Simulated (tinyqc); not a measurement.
# Bulk resistivity and mean free path from two films

Question. In the thick-film limit single-crystal films obey rho = rho0 (1 + 3 (1 - ps) lam/(8 d)). Find rho0, lam and the product rho0 lam.

Parameters, values chosen for the exercise:
- ps = 0 (specular share of surface scattering)

rho at d = 26 and 84 nm (uohm cm): 6.4246154  5.5928571

Answer. rho is a straight line in 1/d: the intercept is rho0 and the slope (3/8)(1 - ps) rho0 lam. Without ps only the product (1 - ps) lam could be found.

rho0 = 5.22 uohm cm
lam = 16.0 nm
rho0 lam = 83.5 uohm cm nm

Computed by the program tinyqc: `OMP_NUM_THREADS=1 python tinyqc.py 2100163 2100164 out.jsonl`, one thread of a shared Intel Xeon 2.30GHz, about 0.01 s for the whole run.
